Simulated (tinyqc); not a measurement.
# Fully depleted semiconductor-on-insulator film with two gates, non-linear Poisson equation by Newton steps: what changes with what

One dimension across the film, front interface at x = 0, back interface at x = ts. psi is counted from the intrinsic level, n = ni exp(psi/Vt) (source grounded), holes neglected, acceptors ionised. Gates act through Cox = eps0 eox/tox and Cbox = 3.9 eps0/tb with potentials G1 = Vg - (phiM - chi - Vt ln(Nc/ni)) and G2 = Vb - (phiB - chi - Vt ln(Nc/ni)). Classical Boltzmann densities, no interface charge, no depletion in the back plane.

Values chosen for this exercise; band and dielectric values close to those of germanium: temperature T = 300 K; band gap Eg = 0.647 eV; relative permittivity eps_r = 16; conduction-band density of states at T Nc = 1.05e19 cm^-3; valence-band density of states at T Nv = 6.05e18 cm^-3; electron affinity chi = 3.98 eV; relative permittivity of the gate insulator (close to silicon dioxide) eox = 3.9; insulator thickness tox = 2.2 nm; film thickness ts = 9.5 nm; buried-oxide thickness (eps_r 3.9) tb = 110 nm; acceptor density of the film Na = 5.8e16 cm^-3; work function of the front gate phiM = 4.14 eV; work function of the back plane phiB = 4.58 eV; back-gate voltage Vb = 0 V.

Constants: q = 1.602176634e-19 C, kB = 1.380649e-23 J/K, Vt = kB T/q, eps0 = 8.8541878128e-14 F/cm where lengths are in cm. Results are converted to the units shown.

Each table varies one quantity; the others keep the values above.

## Charge against front-gate voltage

ni = sqrt(Nc Nv) exp(-Eg/(2 Vt)), Eg in volts. The Poisson equation eps0 eps_r d2psi/dx2 = q (n + Na), with -eps0 eps_r dpsi/dx = Cox (G1 - psi) at x = 0 and eps0 eps_r dpsi/dx = Cbox (G2 - psi) at x = ts, is solved on 300 equal intervals with half boxes at both ends; N_inv is the trapezoid sum of n. Swing = ln 10/(d ln N_inv/dVg); the last column is (dN_inv/dVb)/(dN_inv/dVg).

Charge against front-gate voltage:
```
Vg (V)	psi front (V)	psi back (V)	N_inv (cm^-2)	centroid/ts	swing (mV/decade)	q dN_inv/dVg over Cox	back/front leverage
-0.32	-0.157	-0.162	5.67e4	0.483	61.3	2.17e-7	0.0298
-0.17	-0.0100	-0.0183	1.59e7	0.473	61.3	6.09e-5	0.0296
-0.02	0.137	0.125	4.35e9	0.463	62.6	0.0163	0.0294
0.13	0.255	0.228	2.96e11	0.414	147	0.472	0.0276
0.28	0.309	0.253	1.23e12	0.320	389	0.742	0.0245
0.43	0.339	0.260	2.40e12	0.253	673	0.838	0.0229
0.58	0.360	0.263	3.67e12	0.209	975	0.884	0.0221
0.73	0.375	0.265	4.99e12	0.179	1.29e3	0.911	0.0215
0.88	0.387	0.266	6.34e12	0.157	1.61e3	0.928	0.0212
```

What does the table show?

N_inv passes 1e11 cm^-2 at Vg = 0.0760 V. The swing starts at 61.3 mV a decade, against (1 + k) Vt ln 10 = 60.7 for a front channel with k = Cs Cbox/(Cox (Cs + Cbox)) = 0.0196, Cs = eps0 eps_r/ts; above threshold this column is no longer a subthreshold swing. The centroid falls from 0.483 to 0.157 of ts and the leverage of the back gate falls from 0.0298 to 0.0212. For Vg = 0.28, 0.43, 0.58, 0.73, 0.88 the density at an interface exceeds 0.3 Nc, where Boltzmann statistics fail. For Vg = 0.43, 0.58, 0.73, 0.88 the classical centroid lies within 3 nm of an interface, where confinement, left out, would push it away.

## Threshold and coupling against the acceptor density of the film

VT is the Vg for N_inv = 1e11 cm^-2; -dVT/dVb from the linearised equation. Limits with Cs = eps0 eps_r/ts: front channel Cs Cbox/(Cox (Cs + Cbox)), back channel Cbox (Cox + Cs)/(Cox Cs). Swing at N_inv = 1e8 cm^-2.

The same in every row: front-channel limit = 0.0196; back-channel limit = 0.0411.

Threshold and coupling against the acceptor density of the film:
```
Na (cm^-3)	VT (V)	centroid/ts at VT	-dVT/dVb	swing (mV/decade)
1e15	0.0688	0.452	0.0289	61.3
3e15	0.0690	0.452	0.0289	61.3
9e15	0.0698	0.451	0.0288	61.3
3e16	0.0725	0.447	0.0288	61.3
8e16	0.0788	0.439	0.0286	61.3
2e17	0.0939	0.419	0.0282	61.3
7e17	0.155	0.337	0.0265	61.2
2e18	0.305	0.171	0.0231	60.9
```

As Na goes from 1e15 to 2e18, VT rises from 0.0688 to 0.305 V, the centroid falls from 0.452 to 0.171 of ts and -dVT/dVb falls from 0.0289 to 0.0231. The coupling covers 43.2 % of the way from the front-channel to the back-channel limit in the first row and 16.5 % in the last.

Numbers from tinyqc (`OMP_NUM_THREADS=1 python tinyqc.py 2190126 2190127 out.jsonl`; about 0.4 s on one thread of a shared Intel Xeon 2.30GHz).
